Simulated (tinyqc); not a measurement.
Alloy A(1-x)B(x) by interpolation with bowing: sweeps and comparisons. A value that a table varies takes the place of the one given here.

Each gap follows E(x) = (1 - x) E_A + x E_B - C x (1 - x); the lattice constant follows Vegard, a(x) = (1 - x) a_A + x a_B.

Mass at Gamma from the Kane formula 1/m = F + Ep (Eg + 2 Dso/3)/(Eg (Eg + Dso)). F is fixed by the masses of A and B and interpolated linearly, as is Ep; Eg and Dso carry their bowing.

Constants: hc = 1239.841984 eV nm.

Values chosen for the exercise (A near AlAs, B near InAs; not measured data):
```
symbol  value             unit      meaning
a       (5.667, 6.065)    angstrom  lattice constant of A, B
Eg      (3.128, 0.415)    eV        gap at Gamma to the s-like level of A, B
EgX     (2.207, 1.426)    eV        gap to the lowest valley along Gamma-X of A, B
EgL     (2.433, 1.143)    eV        gap to L of A, B
C       (0.602, 0, 0.01)  eV        bowing of the Gamma, X and L gaps
Dso     (0.283, 0.384)    eV        spin-orbit splitting of A, B
Ep      (21, 21.6)        eV        Kane energy of A, B
me      (0.1501, 0.0262)  m0        electron mass at Gamma of A, B
Cs      0.13              eV        bowing of Dso
x       0.22                        fraction of B
```

## Gaps across the alloy

Eleven compositions.

Gaps (eV):
```
x    a (angstrom)  Gamma      X      L  lowest  wavelength (nm)
0.0        5.6670  3.128  2.207  2.433       X              562
0.1        5.7068  2.803  2.129  2.303       X              582
0.2        5.7466  2.489  2.051  2.173       X              605
0.3        5.7864  2.188  1.973  2.044       X              629
0.4        5.8262  1.898  1.895  1.915       X              654
0.5        5.8660  1.621  1.817  1.786   Gamma              765
0.6        5.9058  1.356  1.738  1.657   Gamma              915
0.7        5.9456  1.102  1.660  1.528   Gamma             1125
0.8        5.9854  0.861  1.582  1.399   Gamma             1440
0.9        6.0252  0.632  1.504  1.271   Gamma             1961
1.0        6.0650  0.415  1.426  1.143   Gamma             2988
```

The lowest valley changes at x = 0.402 (X to Gamma, gap 1.893 eV). The Gamma gap is monotonic, since its bowing (0.602 eV) is smaller than the difference of the end gaps (2.713 eV); at x = 0.5 bowing lowers it by C/4 = 0.150 eV.

## Three ways to interpolate a mass

Linear in m, linear in 1/m, and the Kane formula.

Masses (m0):
```
x      Eg (eV)  linear in m  linear in 1/m    Kane  Kane m/Eg (1/eV)
0.000    3.128       0.1501         0.1501  0.1501            0.0480
0.125    2.723       0.1346         0.0943  0.1445            0.0530
0.250    2.337       0.1191         0.0688  0.1344            0.0575
0.375    1.970       0.1036         0.0541  0.1202            0.0610
0.500    1.621       0.0882         0.0446  0.1026            0.0633
0.625    1.291       0.0727         0.0379  0.0829            0.0642
0.750    0.980       0.0572         0.0330  0.0629            0.0641
0.875    0.688       0.0417         0.0292  0.0437            0.0635
1.000    0.415       0.0262         0.0262  0.0262            0.0631
```

At x = 0.5 the three give 0.0882, 0.0446 and 0.1026; judged by the largest distance, the Kane value is closer to the interpolation in m (largest distances 0.0165 m0 from the rule in m, 0.0661 m0 from the rule in 1/m). The ratio m/Eg varies by a factor of 1.34 while the gap varies by 7.54; a constant ratio is the two-band rule m = Eg/Ep at fixed Ep.

## What each parameter does

Gaps at x and the Kane mass. Each row changes one parameter from the base and keeps the others.

Results:
```
case                       Gamma (eV)  X (eV)  L (eV)  mass (m0)
base                           2.4278  2.0352  2.1475     0.1372
x = 0.26                       2.3068  2.0039  2.0957     0.1334
C = (0.702, 0.1, 0.11) eV      2.4107  2.0180  2.1303     0.1362
Eg = (3.284, 0.415) eV         2.5495  2.0352  2.1475     0.1402
EgX = (2.207, 1.355) eV        2.4278  2.0196  2.1475     0.1372
EgL = (2.311, 1.143) eV        2.4278  2.0352  2.0523     0.1372
Ep = (23.1, 23.8) eV           2.4278  2.0352  2.1475     0.1506
Cs = 0.18 eV                   2.4278  2.0352  2.1475     0.1371
```

The largest shifts from the base row, up to three for each result and ties (the steps differ in size, so this ranks the rows, not the parameters). Gamma (eV): Eg +0.1217, x -0.1210, C -0.0172; unchanged at the printed digits by EgX, EgL, Ep and Cs. X (eV): x -0.0312, C -0.0172, EgX -0.0156; unchanged at the printed digits by Eg, EgL, Ep and Cs. L (eV): EgL -0.0952, x -0.0518, C -0.0172; unchanged at the printed digits by Eg, EgX, Ep and Cs. mass (m0): Ep +0.0133, x -0.0038, Eg +0.0029; unchanged at the printed digits by EgX and EgL.

Computed by tinyqc, a small Python program: `OMP_NUM_THREADS=1 python tinyqc.py 1050454 1050455 out.jsonl` (the numbers bound the seed that draws the inputs); one thread of a shared host (Intel(R) Xeon(R) Processor @ 2.30GHz), about 0.01 s for the whole set of steps.
